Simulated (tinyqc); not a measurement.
# Planar ballistic transistor, top-of-the-barrier model: effects of single changes

At the top of the source barrier, states moving towards the drain are filled by the source (Fermi level 0) and states moving back by the drain (Fermi level -q Vd); nothing scatters. U is the shift of the band edge there, set by the capacitances CG, CD and CS (the total) and by the charge. Parabolic two-dimensional band; the source is grounded.

Values chosen for this exercise; mass and valleys close to those of a monolayer dichalcogenide:

| symbol | value | unit | meaning |
|---|---|---|---|
| T | 350 | K | temperature |
| m | 0.491 | m0 | effective mass |
| gv | 2 |  | valley degeneracy |
| eox | 7.5 |  | relative permittivity of the gate insulator |
| tox | 5.9 | nm | insulator thickness |
| aG | 0.95 |  | gate control CG/CS |
| aD | 0.044 |  | drain control CD/CS |
| E0 | 0.33 | eV | band edge at the barrier top above the source Fermi level at zero bias |

Constants: q = 1.602176634e-19 C, kB = 1.380649e-23 J/K, hbar = 1.054571817e-34 J s, m0 = 9.1093837015e-31 kg, Vt = kB T/q, eps0 = 8.8541878128e-14 F/cm where lengths are in cm. Results are converted to the units shown.

Each table varies one quantity; the others keep the values above.

## Output curve

N0 = gv m kB T/(pi hbar^2), CG = eps0 eox/tox, vT = sqrt(2 kB T/(pi m)), CS = CG/aG, n0 = n at U = 0 and Vd = 0. eta1 = -(E0 + U)/Vt, eta2 = eta1 - Vd/Vt, n = (N0/2)[F_0(eta1) + F_0(eta2)], F_0(x) = ln(1 + exp x). U = UL + q (n - n0)/CS with UL = -(aG Vg + aD Vd), energies in eV. I = q (N0/2) vT [F_(1/2)(eta1) - F_(1/2)(eta2)] per width, F_(1/2)(x) = (2/sqrt(pi)) int_0^infinity u^(1/2)/(1 + exp(u - x)) du. CQ = (q/Vt) dn/d(eta1).

In this table Vg = 0.4 V.

Result of one run:

| Vd (V) | eta1 | n (cm^-2) | I (uA/um) | mean velocity I/(q n) (cm/s) | CQ/CS |
|---|---|---|---|---|---|
| 0.3 | -1.8720 | 8.8509e11 | 120.07 | 8.4672e6 | 3.6977 |

What becomes of these results when the drain voltage Vd is changed from 0.3 to 0.025 V, all else the same?

Result of the changed run:

| Vd (V) | eta1 | n (cm^-2) | I (uA/um) | mean velocity I/(q n) (cm/s) | CQ/CS |
|---|---|---|---|---|---|
| 0.025 | -2.2669 | 8.8369e11 | 45.622 | 3.2223e6 | 3.8049 |

The whole series:

| Vd (V) | eta1 | n (cm^-2) | I (uA/um) | mean velocity I/(q n) (cm/s) | CQ/CS |
|---|---|---|---|---|---|
| 0.01 | -2.4171 | 9.1230e11 | 19.632 | 1.3431e6 | 3.9398 |
| 0.025 | -2.2669 | 8.8369e11 | 45.622 | 3.2223e6 | 3.8049 |
| 0.05 | -2.1026 | 8.5518e11 | 77.349 | 5.6453e6 | 3.6498 |
| 0.1 | -1.9670 | 8.4120e11 | 105.52 | 7.8290e6 | 3.5437 |
| 0.15 | -1.9255 | 8.4821e11 | 113.29 | 8.3363e6 | 3.5574 |
| 0.2 | -1.9046 | 8.5981e11 | 116.25 | 8.4391e6 | 3.5999 |
| 0.3 | -1.8720 | 8.8509e11 | 120.07 | 8.4672e6 | 3.6977 |
| 0.4 | -1.8413 | 9.1076e11 | 123.64 | 8.4731e6 | 3.7972 |
| 0.6 | -1.7817 | 9.6255e11 | 130.83 | 8.4834e6 | 3.9968 |
| 0.8 | -1.7244 | 1.0149e12 | 138.11 | 8.4938e6 | 4.1966 |

The current rises from 19.6 to 138 uA/um; n goes from 9.12e11 through a minimum of 8.41e11 (at Vd = 0.1 V among the rows listed) to 1.01e12 cm^-2 and eta1 rises from -2.42 to -1.72. The resistance in the first row is 509 ohm um, though nothing scatters in the channel. The current passes 90 % of its last value at Vd = 0.6 V among the rows, where eta2 = -22; returning states are gone from Vd = 0.2 V on (eta2 < -7), and from there the drain control aD lifts eta1 from -1.90 to -1.72.

## Effect of the band edge at the barrier top above the source Fermi level at zero bias

Same model as above.

CQ = (q/Vt) dn/d(eta1).

In this table Vg = 0.4 V, Vd = 0.4 V.

Effect of the band edge at the barrier top above the source Fermi level at zero bias:

| E0 (eV) | eta1 | n (cm^-2) | I (uA/um) | mean velocity I/(q n) (cm/s) | CQ/CS |
|---|---|---|---|---|---|
| 0.1 | -0.57148 | 2.7694e12 | 392.49 | 8.8456e6 | 10.010 |
| 0.15 | -0.89674 | 2.1163e12 | 295.46 | 8.7139e6 | 8.0359 |
| 0.2 | -1.1312 | 1.7298e12 | 239.35 | 8.6364e6 | 6.7659 |
| 0.25 | -1.3704 | 1.4002e12 | 192.27 | 8.5705e6 | 5.6183 |
| 0.3 | -1.6471 | 1.0897e12 | 148.55 | 8.5087e6 | 4.4796 |
| 0.35 | -1.9866 | 7.9517e11 | 107.66 | 8.4502e6 | 3.3456 |
| 0.4 | -2.4268 | 5.2354e11 | 70.429 | 8.3964e6 | 2.2508 |
| 0.45 | -3.0371 | 2.8988e11 | 38.782 | 8.3503e6 | 1.2698 |

What does the comparison show?

As E0 goes from 0.1 to 0.45 eV, n falls from 2.77e12 to 2.90e11 cm^-2, the mean velocity falls from 8.85e6 to 8.35e6 cm/s and the current falls from 392 to 38.8 uA/um. CQ/CS goes from 10 to 1.3.

## Effect of the insulator thickness

Same model as above.

CQ = (q/Vt) dn/d(eta1). E0 is held fixed.

In this table Vg = 0.4 V, Vd = 0.4 V.

Effect of the insulator thickness:

| tox (nm) | eta1 | n (cm^-2) | I (uA/um) | mean velocity I/(q n) (cm/s) | CQ/CS |
|---|---|---|---|---|---|
| 0.5 | 0.2715 | 5.184e12 | 775.7 | 9.339e6 | 1.334 |
| 0.74 | -0.06264 | 4.097e12 | 598.4 | 9.116e6 | 1.685 |
| 1.1 | -0.4037 | 3.164e12 | 452.5 | 8.926e6 | 2.071 |
| 1.6 | -0.7262 | 2.441e12 | 343.3 | 8.779e6 | 2.452 |
| 2.4 | -1.074 | 1.818e12 | 252.1 | 8.654e6 | 2.873 |
| 3.6 | -1.420 | 1.339e12 | 183.6 | 8.558e6 | 3.293 |
| 5.4 | -1.766 | 9.767e11 | 132.8 | 8.486e6 | 3.708 |
| 8 | -2.100 | 7.144e11 | 96.53 | 8.434e6 | 4.102 |

As tox goes from 0.5 to 8 nm, n falls from 5.18e12 to 7.14e11 cm^-2, the mean velocity falls from 9.34e6 to 8.43e6 cm/s and the current falls from 776 to 96.5 uA/um. CQ/CS goes from 1.3 to 4.1. Over the range the current goes as tox^(-0.75) on average. For tox = 0.5 to 0.74 nm the insulator is under 1 nm thick, where gate tunnelling would matter.

Numbers from tinyqc (`OMP_NUM_THREADS=1 python tinyqc.py 2400172 2400173 out.jsonl`; about 0.02 s on one thread of a shared Intel Xeon 2.30GHz).
